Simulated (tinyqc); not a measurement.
Inside a calculation. Model: planar ballistic transistor, top-of-the-barrier model.

tinyqc, about 0.02 s, one thread, Intel Xeon 2.30GHz (shared host): `OMP_NUM_THREADS=1 python tinyqc.py 2400112 2400113 out.jsonl` Printed values are rounded.

At the top of the source barrier, states moving towards the drain are filled by the source (Fermi level 0) and states moving back by the drain (Fermi level -q Vd); nothing scatters. U is the shift of the band edge there, set by the capacitances CG, CD and CS (the total) and by the charge. Parabolic two-dimensional band; the source is grounded.

Inputs (values chosen for the exercise); mass and valleys close to those of gallium nitride:

| symbol | value | unit | meaning |
|---|---|---|---|
| T | 350 | K | temperature |
| m | 0.202 | m0 | effective mass |
| gv | 1 |  | valley degeneracy |
| eox | 3.9 |  | relative permittivity of the gate insulator |
| tox | 2.1 | nm | insulator thickness |
| aG | 0.88 |  | gate control CG/CS |
| aD | 0.033 |  | drain control CD/CS |
| E0 | 0.33 | eV | band edge at the barrier top above the source Fermi level at zero bias |
| Vg | 0.5 | V | gate voltage |
| Vd | 0.5 | V | drain voltage |

Constants: q = 1.602176634e-19 C, kB = 1.380649e-23 J/K, hbar = 1.054571817e-34 J s, m0 = 9.1093837015e-31 kg, Vt = kB T/q, eps0 = 8.8541878128e-14 F/cm where lengths are in cm. Results are converted to the units shown.

## Density of states, capacitances and charge at zero bias

N0 = gv m kB T/(pi hbar^2), CG = eps0 eox/tox, vT = sqrt(2 kB T/(pi m)), CS = CG/aG, n0 = n at U = 0 and Vd = 0. eta1 = -(E0 + U)/Vt, eta2 = eta1 - Vd/Vt, n = (N0/2)[F_0(eta1) + F_0(eta2)], F_0(x) = ln(1 + exp x). UL = -(aG Vg + aD Vd).

N0 = 2.54501e12 cm^-2
CG = 1.64435 uF/cm^2
CS = 1.86858 uF/cm^2
n0 = 4.50708e7 cm^-2
UL = -0.4565 eV

## Iteration 1: self-consistent potential at the barrier top

U at the start (U = UL) = -0.4565 eV

eta1 = -(E0 + U)/Vt, eta2 = eta1 - Vd/Vt, n = (N0/2)[F_0(eta1) + F_0(eta2)], F_0(x) = ln(1 + exp x). U(out) = UL + q (n - n0)/CS. U(new) = U + 0.2 (U(out) - U).

eta1 = 4.19420
eta2 = -12.3837
n = 5.35620e12 cm^-2
U(out) = 0.00275325 eV
U after iteration 1 = -0.364649 eV

## Iteration 2: self-consistent potential at the barrier top

As before.

eta1 = 1.14883
eta2 = -15.4291
n = 1.81229e12 cm^-2
U(out) = -0.301113 eV
U after iteration 2 = -0.351942 eV

## Course of the iteration: self-consistent potential at the barrier top

Stop when U changes by less than 1e-9 eV, or after 90 iterations.

Course of the iteration:
```
iteration     U (eV)  |change| (eV)
1          -0.364649         0.0919
2          -0.351942         0.0127
3          -0.348378        3.56e-3
4          -0.347232        1.15e-3
5          -0.346848        3.83e-4
6          -0.346718        1.30e-4
7          -0.346674        4.42e-5
8          -0.346659        1.50e-5
9          -0.346654        5.13e-6
10         -0.346652        1.75e-6
11         -0.346652        5.95e-7
12         -0.346652        2.03e-7
13         -0.346651        6.92e-8
14         -0.346651        2.36e-8
15         -0.346651        8.04e-9
16         -0.346651        2.74e-9
17         -0.346651       9.34e-10
```

Converged in 17 iterations. At the end each change is about 0.34 times the one before: linear convergence.

## Current, mean velocity and share of the gate voltage

converged U = -0.346651 eV

N0 = gv m kB T/(pi hbar^2), CG = eps0 eox/tox, vT = sqrt(2 kB T/(pi m)), CS = CG/aG, n0 = n at U = 0 and Vd = 0. eta1 = -(E0 + U)/Vt, eta2 = eta1 - Vd/Vt, n = (N0/2)[F_0(eta1) + F_0(eta2)], F_0(x) = ln(1 + exp x). I = q (N0/2) vT [F_(1/2)(eta1) - F_(1/2)(eta2)] per width, F_(1/2)(x) = (2/sqrt(pi)) int_0^infinity u^(1/2)/(1 + exp(u - x)) du. Mean velocity I/(q n). CQ = (q/Vt) dn/d(eta1); the band edge follows the gate as -dU/dVg = aG/(1 + CQ/CS).

eta1 = 0.552090
n = 1.28118e12 cm^-2
I = 305.787 uA/um
mean velocity = 1.48970e7 cm/s
CQ = 4.28986 uF/cm^2
-dU/dVg = 0.267007 eV/V

The carriers from the source are near degeneracy (eta1 = 0.552), and the mean velocity is 1.15 times vT = sqrt(2 kB T/(pi m)) = 1.29e7 cm/s.
